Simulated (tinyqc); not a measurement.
## Germanium share from the critical thickness

Question. Critical thickness (Matthews-Blakeslee, 60-degree dislocations): h = bv (1 - nu/4)[ln(h/bv) + 1]/(4 pi e_par (1 + nu)), nu = c12/(c11 + c12). e_par = b1 x. Find e_par and x.

Parameters, values chosen for the exercise:
- b1 = 0.0418 (lattice mismatch per unit x)
- c11 = 161 GPa (elastic constant)
- c12 = 64.3 GPa (elastic constant)
- bv = 0.384 nm (Burgers vector)

critical thickness = 15.509845 nm

Solution. For given h the relation is explicit in the strain.

e_par = 0.669 %
x = 0.160

Computed by the program tinyqc: `OMP_NUM_THREADS=1 python tinyqc.py 2530108 2530109 out.jsonl`, one thread of a shared Intel Xeon 2.30GHz, about 0.02 s for the whole run.
